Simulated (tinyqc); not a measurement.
Worked calculation: rigid-ion and shell models of the dielectric response of an ionic crystal. Computed by tinyqc, a small Python program that keeps every step. Command: `OMP_NUM_THREADS=1 python tinyqc.py 3000283 3000284 out.jsonl shell walk`. One thread of a shared host (Intel(R) Xeon(R) Processor @ 2.30GHz), about 0.01 s of CPU time with the checks. Intermediate numbers are printed to about 7 digits and carried at full precision; extremes and crossings named in words are read from the listed rows.

Charges +Z and -Z; 6 nearest neighbours, Madelung constant M = 1.747565, volume per ion pair Omega = 2.000000 d^3. Energy per pair U = -M Z^2 e2/d + 6 A exp(-d/rho), e2 = e^2/(4 pi eps_0). In the shell model the anion is a core of charge Y - Z and a massless shell of charge -Y, joined by the spring k; the repulsion acts on the shell. Each ion feels the Lorentz field E + (4 pi/3) P (Gaussian units).

Inputs (values chosen for the exercise, for a model crystal):

| quantity | value | unit |
|---|---|---|
| nearest-neighbour distance d | 2.74 | angstrom |
| ionic charge Z | 1 | e |
| hardness d/rho | 12.5 | - |
| cation mass | 78.4 | u |
| anion mass | 14.007 | u |
| shell charge size Y | 2.94 | e |
| core-shell spring k | 50.9 | eV/angstrom^2 |
| cation polarisability alpha_+ | 0.27 | angstrom^3 |
| film thickness t | 1.6 | nm |

Structure: rock salt.

Constants: e^2/(4 pi eps_0) = 14.39964548 eV angstrom; 1 eV/angstrom^3 = 160.2176634 GPa; nu for 1 eV/(angstrom^2 u) = 15.6333042 THz; 1 THz = 33.35640952 1/cm; eps_0 = 8.8541878128e-12 F/m; h x 1 THz = 4.135667696 meV.

## Equilibrium, bulk modulus and repulsive spring

Zero pressure fixes 6 A exp(-d/rho) = M Z^2 e2 rho/d^2. Then U = -(M Z^2 e2/d)(1 - rho/d), B = M Z^2 e2 (d/rho - 2)/(9 Omega d), and the spring of one sublattice against the other is R = (1/3) x (Laplacian of the repulsion summed over neighbours) = M Z^2 e2 (d/rho - 2)/(3 d^3), so R = 3 B Omega/d^2.

volume Omega = 41.14165 angstrom^3

lattice energy U = -8.449333 eV/pair

bulk modulus B = 41.72632 GPa

repulsive spring R = 4.281555 eV/angstrom^2

## Rigid ions

With C = 4 pi Z^2 e2/(3 Omega): mu lambda_TO = R - C, mu lambda_LO = R + 2 C; eps_inf = 1 and eps_s = lambda_LO/lambda_TO. lambda in eV/(angstrom^2 u) gives the wavenumber 15.6333042 x 33.35640952 x sqrt(lambda); mu is the reduced mass.

Coulomb spring C = 1.466084 eV/angstrom^2

omega_TO, rigid ions = 253.8209 1/cm

omega_LO, rigid ions = 406.2858 1/cm

eps_s, rigid ions = 2.562172

## Shell model: electronic response

Eliminating the shell gives the anion polarisability alpha_- = Y^2 e2/(k + R), the Szigeti charge Z_S = Z - Y R/(k + R) and the softened spring R' = k R/(k + R). With b = 4 pi (alpha_+ + alpha_-)/(3 Omega): eps_inf = (1 + 2b)/(1 - b) (Clausius-Mossotti); Born charge Z* = Z_S (eps_inf + 2)/3.

anion polarisability alpha_- = 2.255550 angstrom^3

Szigeti charge Z_S = 0.7718844 e

softened spring R' = 3.949347 eV/angstrom^2

b = 0.2571360

eps_inf = 2.038425

Born charge Z* = 1.039066 e

Overlap pushes the shell back and lowers the effective charge to 77 % of Z; the local field then raises the Born charge to 104 % of Z.

## Shell model: lattice response

mu lambda_TO = R' - (4 pi e2/(3 Omega)) Z_S^2/(1 - b); mu lambda_LO = mu lambda_TO + 4 pi e2 Z*^2/(eps_inf Omega); eps_s = eps_inf lambda_LO/lambda_TO.

mu lambda_TO = 2.773492 eV/angstrom^2

omega_TO = 251.9216 1/cm

omega_LO = 341.7168 1/cm

eps_s = 3.750564

share of R' left after the dipole term = 0.7022658

The dipole field cancels 30 % of the short-range spring.

## As a gate dielectric

Capacitance per area eps_0 eps_s/t; equivalent oxide thickness EOT = t x 3.9/eps_s; the surface optical mode against silicon (eps = 11.7) lies at omega_TO sqrt[(eps_s + 11.7)/(eps_inf + 11.7)], and its squared coupling to channel electrons scales as g = hbar omega_SO [1/(11.7 + eps_inf) - 1/(11.7 + eps_s)], with hbar omega = h c x wavenumber.

capacitance per area = 20.75512 fF/micrometre^2

equivalent oxide thickness = 1.663750 nm

surface optical mode = 267.1585 1/cm

remote-phonon coupling g = 0.2671734 meV

## From rigid to soft shells

The formulas are those given above.

Response against the core-shell spring:

| k (eV/angstrom^2) | eps_inf | Z_S | Z* | omega_TO (1/cm) | omega_LO (1/cm) | eps_s |
|---|---|---|---|---|---|---|
| 41 | 2.331155 | 0.7220111 | 1.042381 | 251.9141 | 332.2208 | 4.054339 |
| 51 | 2.036167 | 0.7722971 | 1.039040 | 251.9216 | 341.7994 | 3.748222 |
| 66 | 1.786906 | 0.8208951 | 1.036217 | 251.9280 | 352.0566 | 3.489585 |
| 92 | 1.567633 | 0.8692608 | 1.033734 | 251.9336 | 363.4224 | 3.262085 |
| 130 | 1.416313 | 0.9062584 | 1.032021 | 251.9375 | 373.0362 | 3.105101 |
| 200 | 1.294976 | 0.9383803 | 1.030647 | 251.9406 | 382.1371 | 2.979228 |
| 410 | 1.184978 | 0.9696154 | 1.029401 | 251.9434 | 391.7596 | 2.865124 |
| 1500 | 1.111755 | 0.9916320 | 1.028572 | 251.9453 | 399.0610 | 2.789171 |

From the stiffest to the softest shell eps_inf rises from 1.11 to 2.33 and Z_S falls from 0.99 to 0.72; omega_LO moves by -17 % and omega_TO by 0.0 %. Screening by eps_inf cuts the LO frequency, which rigid ions overstate (rigid ions: 406 per cm); eps_s goes from 2.79 to 4.05.

Checks made by the program: TO spring by direct elimination of the shell from the 2 x 2 energy matrix (relative difference below 1e-10); Szigeti's relation mu lambda_TO (eps_s + 2)/(eps_inf + 2) = R' (relative difference below 1e-10).
